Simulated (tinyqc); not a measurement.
Front-illuminated p-i-n photodiode, quantum efficiency and bandwidth: two steps of the calculation.

Light enters through a p layer (0 to xp), a depleted layer (xp to xp + wi) and a thick n substrate, decaying as exp(-al x); one pass, no back reflection. Carriers made in the depleted layer are all collected; those in the neutral layers diffuse.

Values chosen for this exercise; values close to those of germanium at this wavelength:

| symbol | value | unit | meaning |
|---|---|---|---|
| lam | 1310 | nm | wavelength |
| al | 6820 | 1/cm | absorption coefficient |
| Rf | 0.02 |  | reflectance of the front face |
| eps_r | 16.6 |  | relative permittivity |
| xp | 0.54 | um | thickness of the front p layer |
| wi | 1.7 | um | thickness of the depleted layer |
| Dn | 37 | cm^2/s | electron diffusion coefficient in the p layer |
| Ln | 0.29 | um | electron diffusion length in the p layer |
| S | 4e5 | cm/s | recombination velocity of the front surface |
| Lp | 16 | um | hole diffusion length in the thick n substrate |
| ve | 5.77e6 | cm/s | electron drift velocity |
| vh | 4.09e6 | cm/s | hole drift velocity |
| dia | 20 | um | diameter |
| RL | 50 | ohm | load resistance |
| Cp | 20 | fF | parasitic capacitance |
| f | 7.6 | GHz | modulation frequency |

Constants: q = 1.602176634e-19 C, h = 6.62607015e-34 J s, c = 299792458 m/s, eps0 = 8.8541878128e-14 F/cm where lengths are in cm. Results are converted to the units shown.

Question 1. Quantum efficiency. k = al Ln, s = S Ln/Dn, e = exp(-al xp); front layer f1 = (k/(k^2 - 1)) {[s + k - e (s cosh(xp/Ln) + sinh(xp/Ln))]/[s sinh(xp/Ln) + cosh(xp/Ln)] - k e}; depleted layer f2 = e (1 - exp(-al wi)); substrate f3 = e exp(-al wi) al Lp/(1 + al Lp); external efficiency (1 - Rf)(f1 + f2 + f3); responsivity = efficiency q lam/(h c).

Wanted: s; f1; f2; f3; external efficiency; responsivity.

Answer 1.

s = 0.3135
f1 = 0.1425
f2 = 0.4749
f3 = 0.1988
external efficiency = 0.7998
responsivity = 0.8451 A/W

The front layer absorbs 30.8 % of the light that enters and collects 46.2 % of that. Diffusion from the neutral layers makes up 41.8 % of the current.

Question 2. Response at one frequency. Drift response for pairs made in the depleted layer, a = al wi, g = 1 - exp(-a), u = 2 pi i f, te = wi/ve, th = wi/vh: electrons He = [g - a (exp(-a) - exp(-u te))/(u te - a)]/(u te g), holes Hh = [g - a (1 - exp(-a - u th))/(a + u th)]/(u th g); C = eps0 eps_r pi (dia/2)^2/wi + Cp; total |He + Hh|/sqrt(1 + (2 pi f RL C)^2), for the current of the depleted layer alone.

Give: te; th; He; Hh; |He + Hh|; C; total response.

Answer 2.

te = 29.463 ps
th = 41.565 ps
He = 0.48974-0.27236i
Hh = 0.30643-0.20169i
|He + Hh| = 0.92662
C = 47.162 fF
total response = 0.92080

The drift response alone falls to 1/sqrt(2) at 16.2 GHz and the RC term alone at 67.5 GHz; together they give 15.6 GHz.

Computed by the program tinyqc: `OMP_NUM_THREADS=1 python tinyqc.py 2250007 2250008 out.jsonl`, one thread of a shared Intel Xeon 2.30GHz, about 0.01 s for the whole run.
